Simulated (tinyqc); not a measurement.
Schottky barrier on an n-type semiconductor with a surface-enhanced doping, non-linear Poisson equation by Newton steps: two steps of the calculation.

One dimension, metal at x = 0, donor density C(x) = Nd + N0 exp(-x/Ls). Energies are counted from the electron Fermi level of the semiconductor and the conduction-band edge is Ec = -psi, so n = Nc exp(psi/Vt); holes follow the Fermi level of the metal, at -V, so p = Nv exp((V - psi - Eg)/Vt). Ends: psi(0) = V - phiB and psi = Vt ln(Nd/Nc) deep inside. Boltzmann statistics, full ionisation, no current, no image force in the Poisson equation.

Values chosen for this exercise; band and dielectric values close to those of cadmium telluride:
```
symbol,value,unit,meaning
T,400,K,temperature
Eg,1.5,eV,band gap
eps_r,10.2,,relative permittivity
Nc,1.22e18,cm^-3,conduction-band density of states at T
Nv,2.74e19,cm^-3,valence-band density of states at T
Nd,8e15,cm^-3,donor density deep in the semiconductor
phiB,0.71,eV,barrier height
V,-3.5,V,bias of the metal against the semiconductor
```

Constants: q = 1.602176634e-19 C, kB = 1.380649e-23 J/K, Vt = kB T/q, eps0 = 8.8541878128e-14 F/cm where lengths are in cm. Results are converted to the units shown.

Problem 1. End potentials, built-in voltage, Debye length. psi_0 = V - phiB, psi_b = Vt ln(Nd/Nc), Vbi = phiB - Vt ln(Nc/Nd), LD = sqrt(eps0 eps_r Vt/(q Nd)), W = sqrt(2 eps0 eps_r (Vbi - V)/(q Nd)), hole density at the metal p_0 = Nv exp((phiB - Eg)/Vt).

Find: psi_0; psi_b; Vbi; LD; W for uniform Nd; p_0.

Solution 1.

psi_0 = -4.2100 V
psi_b = -0.17328 V
Vbi = 0.53672 V
LD = 49.282 nm
W for uniform Nd = 754.23 nm
p_0 = 3.0492e9 cm^-3

The hole density at the metal is 3.8e-7 times Nd, so holes hardly matter.

Problem 2. Densities, residual and Jacobian diagonal. n_i = Nc exp(psi_i/Vt), p_i = Nv exp((V - psi_i - Eg)/Vt), rho_i = p_i - n_i + C_i, g_i = (n_i + p_i)/Vt. Box widths w_i = (h_(i-1) + h_i)/2 in cm. Residual F_i = a_i (psi_(i+1) - psi_i) - a_(i-1) (psi_i - psi_(i-1)) + q rho_i w_i; Jacobian: a_(i-1) and a_i beside the diagonal, b_i = -a_(i-1) - a_i - q g_i w_i on it. The two end nodes are fixed.

```
node  x (nm)  psi after iteration 1 (V)  donor density C (cm^-3)
0          0                 -4.2100000                   5.6e16
1         59                 -3.5122518             3.9493225e16
2        130                 -2.8316658             2.6965653e16
3        214                 -2.1328111             1.8408571e16
4        316                 -1.4261475             1.3023155e16
5        437                 -0.7851073             1.0116518e16
6        583                 -0.2971023             8.7459590e15
7        757                 -0.1638989             8.2152529e15
8        966                 -0.1726008             8.0483737e15
9       1220                 -0.1732286             8.0078827e15
10      1520                 -0.1732779             8.0009248e15
11      1870                 -0.1732826             8.0000759e15
12      2300                 -0.1732830             8.0000035e15
```

coupling a_i, interval 0 to 11 (F/cm^2): [1.5307240e-7, 1.2720101e-7, 1.0751514e-7, 8.8541878e-8, 7.4638608e-8, 6.1858024e-8, 5.1903860e-8, 4.3211826e-8, 3.5556187e-8, 3.0104239e-8, 2.5803633e-8, 2.1002957e-8]

Wanted: n; p; residual F; diagonal b.

Solution 2.

```
node  n (cm^-3)  p (cm^-3)
0     1.103e-35    3.049e9
1     6.822e-27      4.931
2     2.564e-18   1.312e-8
3      1.637e-9  2.055e-17
4         1.311  2.566e-26
5       1.565e8  2.150e-34
6      2.203e14  1.527e-40
7      1.050e16  3.203e-42
8      8.160e15  4.123e-42
9      8.013e15  4.199e-42
10     8.001e15  4.205e-42
11     8.000e15  4.205e-42
12     8.000e15  4.205e-42
```

```
node  residual F (1e-8 C/cm^2)  diagonal b (F/cm^2)
1                        2.089            -2.803e-7
2                        2.205            -2.347e-7
3                        1.486            -1.961e-7
4                        0.854            -1.632e-7
5                        0.398            -1.365e-7
6                       -0.142            -1.301e-7
7                       -1.431            -1.030e-6
8                       -0.006            -9.568e-7
9                        0.000            -1.097e-6
10                       0.000            -1.265e-6
11                       0.000            -1.497e-6
```

tinyqc, about 0.07 s, one thread, Intel Xeon 2.30GHz (shared host): `OMP_NUM_THREADS=1 python tinyqc.py 2020012 2020013 out.jsonl`
